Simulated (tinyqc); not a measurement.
What moves the results: phonon-assisted absorption at an indirect gap. A value that a table varies takes the place of the one given here.

alpha(E) = sum_j A_j [N_j (E - Eg + w_j)^2 + (N_j + 1)(E - Eg - w_j)^2], each bracket counted only where its base is positive; N_j = 1/(exp(w_j/kB T) - 1). The first term absorbs a phonon and the second emits one; excitons and direct transitions are left out.

Photodiode (Gaertner form with a dead layer): QE = (1 - R) exp(-alpha xj) [1 - exp(-alpha W)/(1 + alpha L)], R = ((nr - 1)/(nr + 1))^2; responsivity = QE/E in A/W for E in eV.

Constants: kB = 8.617333262e-05 eV/K.

Parameters, chosen for this exercise (loosely those of Si at room temperature; Eg is not tied to T; the results hold for these values, not for the real material): Eg = 1.135 eV (indirect gap, held fixed unless listed); w = (58, 17.4) meV (two zone-edge phonons); A = (3800, 390) 1/(cm eV^2) (their strengths); T = 400 K; nr = 3.63 (refractive index); xj = 0.37 micrometre (dead layer at the surface); W = 7.3 micrometre (depleted width); L = 150 micrometre (minority diffusion length below it); E = 1.238 eV (photon energy).

## The square root of alpha at three temperatures

The gap is held fixed, so only the phonon occupations change.

sqrt(alpha) (1/cm^(1/2)):
```
E - Eg (eV)     4 K   150 K   450 K
-0.04         0.000   0.118   0.596
-0.02         0.000   0.250   1.259
0.00          0.000   0.432   1.975
0.02          0.051   0.677   2.765
0.04          0.446   1.066   3.655
0.07          1.275   1.941   5.190
0.10          3.060   3.653   7.272
0.15          6.247   6.893  11.278
0.20          9.467  10.219  15.502
0.30         15.928  16.928  24.145
0.45         25.630  27.025  37.257
0.60         35.337  37.135  50.424
```

Below the gap only phonon absorption acts: at E - Eg = -0.02 eV sqrt(alpha) is 0.000, 0.250 and 1.259 at 4, 150 and 450 K. A straight line through the last two rows meets the axis at E - Eg = +0.0539, +0.0490 and +0.0255 eV: the intercept is roughly a weighted mean of the thresholds, not the gap, and it moves from the emission side towards Eg as the occupations grow. At the last row alpha grows by a factor 2.04 from the lowest to the highest temperature at fixed gap.

## Spectral response

Response:
```
E (eV)  wavelength (nm)  alpha (1/cm)  1/alpha (micrometre)  dead layer  collected     QE    A/W
1.16               1069          7.10              1.41e+03       1.000      0.101  0.068  0.059
1.20               1033          19.6                   510       0.999      0.238  0.161  0.134
1.25                992          60.9                   164       0.998      0.500  0.338  0.270
1.34                925           225                  44.5       0.992      0.806  0.541  0.404
1.44                861           542                  18.4       0.980      0.926  0.615  0.427
1.58                785      1.23e+03                  8.16       0.956      0.979  0.634  0.401
1.78                697      2.69e+03                  3.72       0.905      0.997  0.611  0.343
2.04                608      5.43e+03                  1.84       0.818      1.000  0.554  0.271
2.34                530      9.80e+03                  1.02       0.696      1.000  0.471  0.201
2.74                452      1.76e+04                 0.568       0.521      1.000  0.353  0.129
```

QE is highest, 0.634, at 1.58 eV of those listed and the responsivity at 1.44 eV; reflection alone caps QE at 0.677. Near the gap weak absorption limits it (collected share 0.101); at the top the dead layer passes 0.521. Far above the gap the quadratic law and a constant index are only rough.

## What moves the response

At the energy E. Each row changes one parameter from the base and keeps the others.

Results:
```
case                  alpha (1/cm)      QE
base                         47.76  0.2957
Eg = 1.115 eV                70.82  0.3645
T = 450 K                    56.25  0.3241
W = 14.6 micrometre          47.76  0.3087
L = 75 micrometre            47.76  0.1954
xj = 0.74 micrometre         47.76  0.2952
nr = 3.81                    47.76  0.2876
```

The largest shifts from the base row, up to three for each result and ties (the steps differ in size, so this ranks the rows, not the parameters). alpha (1/cm): Eg +23.1, T +8.49; unchanged at the printed digits by W, L, xj and nr. QE: L -0.1003, Eg +0.0688, T +0.0284.

Program tinyqc; command `OMP_NUM_THREADS=1 python tinyqc.py 1650936 1650937 out.jsonl`; about 0.01 s on one thread of a shared Intel(R) Xeon(R) Processor @ 2.30GHz.
